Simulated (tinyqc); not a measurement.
Inputs raised by 10 %, one at a time: anisotropic elasticity and sound waves of a cubic crystal. Computed by tinyqc, a small Python program. Command: `OMP_NUM_THREADS=1 python tinyqc.py 3016267 3016268 out.jsonl cubicelastic sens`. One thread of a shared host (Intel(R) Xeon(R) Processor @ 2.30GHz), about 0.01 s of CPU time with the checks.

Voigt order 1..6 = xx, yy, zz, yz, xz, xy, with engineering shear strains. The rotated frame has x' as named, z' along the wafer normal and y' = z' x x'.

Inputs (values chosen for the exercise, modelled on diamond):
```
quantity,value,unit
C11,1093,GPa
C12,125.3,GPa
C44,567.4,GPa
expansion coefficient of the film,0.96,ppm/K
expansion coefficient of the substrate,5.7,ppm/K
cooling Delta T,200,K
```

Frame: (113) wafer, x' along [1-10].

direction cosines a (rows x', y', z' in the cube axes):
```
,x,y,z
x',0.7071068,-0.7071068,0.0000000
y',0.6396021,0.6396021,-0.4264014
z',0.3015113,0.3015113,0.9045340
```

Method:
- S11 = (C11 + C12)/D, S12 = -C12/D, D = (C11 - C12)(C11 + 2 C12), S44 = 1/C44. Zener ratio A = 2 C44/(C11 - C12); S0 = S11 - S12 - S44/2; H = 2 C44 + C12 - C11.
- C'_ijkl = C12 delta_ij delta_kl + C44 (delta_ik delta_jl + delta_il delta_jk) - H sum_m a_im a_jm a_km a_lm.
- Invert C' to S'. E along x' = 1/S'11, along y' = 1/S'22; Poisson ratios nu(x'y') = -S'12/S'11 and nu(x'z') = -S'13/S'11; in-plane shear modulus 1/S'66.
- On cooling, a thick substrate imposes eps_1 = eps_2 = (alpha_film - alpha_substrate) Delta T and eps_6 = 0; the free surface sets sigma_3 = sigma_4 = sigma_5 = 0, which fixes eps_3, eps_4, eps_5. Biaxial modulus M = (sigma_1 + sigma_2)/(2 eps); energy density M eps^2. Elastic response and constant coefficients are assumed.

Runs:
```
input moved,from,to,E along x' (GPa),E along y' (GPa),biaxial modulus M (GPa),energy density (MJ/m^3)
base run,-,-,1161.5,1189.3,1224.5,1.1005
C11 (GPa),1093,1202.3,1212.4,1221.7,1314.2,1.1811
C12 (GPa),125.3,137.83,1164.6,1195.1,1234.7,1.1096
C44 (GPa),567.4,624.14,1218.2,1265.6,1244.0,1.1180
expansion coefficient of the film (ppm/K),0.96,1.056,1161.5,1189.3,1224.5,1.0564
expansion coefficient of the substrate (ppm/K),5.7,6.27,1161.5,1189.3,1224.5,1.3811
cooling Delta T (K),200,220,1161.5,1189.3,1224.5,1.3316
```

Exponents ln(y'/y) / ln(x'/x):
```
input,E along x',E along y',biaxial modulus M,energy density
C11,0.450,0.282,0.741,0.741
C12,0.028,0.051,0.087,0.087
C44,0.500,0.652,0.165,0.165
expansion coefficient of the film,0.000,0.000,0.000,-0.429
expansion coefficient of the substrate,0.000,0.000,0.000,2.383
cooling Delta T,0.000,0.000,0.000,2.000
```

Among the inputs moved here: E along x' answers most in size to C44 (exponent +0.500), next to C11 (+0.450); its exponent is below 0.0005 for expansion coefficient of the film, expansion coefficient of the substrate, cooling Delta T. E along y' answers most in size to C44 (exponent +0.652), next to C11 (+0.282); its exponent is below 0.0005 for expansion coefficient of the film, expansion coefficient of the substrate, cooling Delta T. biaxial modulus M answers most in size to C11 (exponent +0.741), next to C44 (+0.165); its exponent is below 0.0005 for expansion coefficient of the film, expansion coefficient of the substrate, cooling Delta T. energy density answers most in size to expansion coefficient of the substrate (exponent +2.383), next to cooling Delta T (+2.000). Its exponent +2.000 in cooling Delta T: energy goes as strain squared.

Caution (all rows): the thermal stress of this film exceeds 200 MPa, which can relax by slip, cracking or buckling in a real film.
